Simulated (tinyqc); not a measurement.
Quantum well in an electric field by finite differences: sweeps and comparisons. A value that a table varies takes the place of the one given here.

Finite differences on points z_i at the centres of cells of width h: H_ii = (c/h^2)(1/m_(i-1/2) + 1/m_(i+1/2)) + V_i, H_(i,i+1) = -(c/h^2)/m_(i+1/2), where m_(i+1/2) is the mean of the masses at the two points (the end values are repeated outwards), psi = 0 on the points beyond both ends, c = hbar^2/2m0. The field adds e F (z - z0) with z0 the middle of the structure; 1 kV/cm = 1e-5 eV/angstrom.

Constants: hbar^2/2m0 = 3.80998211 eV angstrom^2.

Parameters, chosen for this exercise (near those of a non-polar GaN well in AlGaN; the results hold for these values, not for the real material): layers = ((36, 0.645, 0.252), (36, 0, 0.201), (36, 0.645, 0.252)) (each layer: thickness in angstrom, band edge in eV, mass in m0); hf = 0.5625 angstrom (cell width of the fine grid); Fs = (0, 66.7, 133, 200, 267, 333, 400) kV/cm (fields); F = 210 kV/cm (field along z); Lw = 36 angstrom (well width); Lb = 36 angstrom (each outer barrier); V0 = 0.645 eV (barrier height); mw = 0.201 m0 (mass in the well); mb = 0.252 m0 (mass in the barriers).

## Stark shift

Fine grid. Perturbation theory: dE1 = e F z_11 - beta (e F)^2 with beta = sum_j z_1j^2/(E_j - E_1) over the 13 next levels at zero field, z from z0.

Levels against field:

| F (kV/cm) | E1 (eV) | E2 (eV) | dE1 (meV) | second order (meV) | <z - z0> (angstrom) | E2 - E1 (meV) |
|---|---|---|---|---|---|---|
| 0 | 0.0802 | 0.3130 | 0.00 | 0.00 | 0.0 | 232.8 |
| 66.7 | 0.0801 | 0.3130 | -0.15 | -0.15 | -0.5 | 233.0 |
| 133 | 0.0796 | 0.3130 | -0.60 | -0.60 | -0.9 | 233.4 |
| 200 | 0.0788 | 0.3130 | -1.36 | -1.36 | -1.4 | 234.2 |
| 267 | 0.0778 | 0.3130 | -2.42 | -2.43 | -1.8 | 235.3 |
| 333 | 0.0765 | 0.3130 | -3.75 | -3.78 | -2.2 | 236.6 |
| 400 | 0.0748 | 0.3130 | -5.40 | -5.45 | -2.7 | 238.2 |

z_11 = 0.00 angstrom
beta = 340.6 angstrom^2/eV

What does this show, and why?

At zero field the state is centred, so the shift starts as F^2; it turns linear only if the state is pulled to one side. At 400 kV/cm E1 has moved by -5.40 meV, where second order gives -5.45 meV; they differ by 0.9 % there. The electron moves by -2.7 angstrom, against the rise of the potential. E2 - E1 grows with the field; the ends are 232.8 and 238.2 meV.

## Order of mass and momentum

Fine grid. Hermitian kinetic operators m^a p m^b p m^a with 2a + b = -1: H_ii = (c/h^2) m_i^(2a) (m_(i-1/2)^b + m_(i+1/2)^b) + V_i, H_(i,i+1) = -(c/h^2) m_i^a m_(i+1)^a m_(i+1/2)^b; BenDaniel-Duke is a = 0. The halved form has H_ii = 2c/(h^2 m_i) + V_i and H_(i,i+1) = -(c/2h^2)(1/m_i + 1/m_(i+1)). The shifts are measured against BenDaniel-Duke; the last column repeats E1 with cells of hf/4.

Levels (eV):

| operator | E1 | E2 | E1 - E1(BDD) (meV) | E1 at hf/4 |
|---|---|---|---|---|
| BenDaniel-Duke | 0.0787 | 0.3130 | 0.0 | 0.0788 |
| (1/m) p^2 + p^2 (1/m), halved | 0.0824 | 0.3184 | 3.7 | 0.0636 |
| m^(-1/2) p^2 m^(-1/2) | 0.0869 | 0.3345 | 8.2 | 0.0870 |
| m^(-1/4) p m^(-1/2) p m^(-1/4) | 0.0829 | 0.3237 | 4.2 | 0.0829 |
| one mass, the smallest | 0.0829 | 0.3237 | 4.2 | 0.0829 |

How do the results move?

The three forms m^a p m^b p m^a span 8.2 meV in E1, 4 % of E2 - E1; they differ only at the mass steps (largest to smallest mass 1.25), where m^a psi is the continuous quantity. Dropping the mass step altogether moves E1 by +4.2 meV. Refining the grid moves the halved form by -18.8 meV, against at most 0.07 meV for the other three: at an abrupt step it has no limit as the grid is refined.

## What each parameter does

Three layers: barrier, well, barrier; fine grid. The Stark shift is E1(F) - E1(0). Each row changes one parameter from the base and keeps the others.

Results:

| case | E1 (eV) | E2 - E1 (meV) | Stark shift (meV) | <z - z0> (angstrom) |
|---|---|---|---|---|
| base | 0.0787 | 234.3 | -1.50 | -1.42 |
| Lw = 27 angstrom | 0.1199 | 334.7 | -0.73 | -0.69 |
| Lb = 45 angstrom | 0.0787 | 234.3 | -1.50 | -1.42 |
| V0 = 0.516 eV | 0.0738 | 217.8 | -1.74 | -1.65 |
| mw = 0.2311 m0 | 0.0729 | 216.5 | -1.53 | -1.46 |
| mb = 0.3024 m0 | 0.0753 | 229.3 | -1.56 | -1.48 |
| F = 105 kV/cm | 0.0798 | 233.2 | -0.38 | -0.71 |

How do the results move?

The largest shifts from the base row, up to three for each result and ties (the steps differ in size, so this ranks the rows, not the parameters). E1 (eV): Lw +0.0412, mw -0.0058, V0 -0.0049; unchanged at the printed digits by Lb. E2 - E1 (meV): Lw +100.4, mw -17.8, V0 -16.5; unchanged at the printed digits by Lb. Stark shift (meV): F +1.12, Lw +0.77, V0 -0.24; unchanged at the printed digits by Lb. <z - z0> (angstrom): Lw +0.73, F +0.71, V0 -0.23; unchanged at the printed digits by Lb.

Computed by tinyqc, a small Python program: `OMP_NUM_THREADS=1 python tinyqc.py 1251776 1251777 out.jsonl` (the numbers bound the seed that draws the inputs); one thread of a shared host (Intel(R) Xeon(R) Processor @ 2.30GHz), about 0.03 s for the whole set of steps.
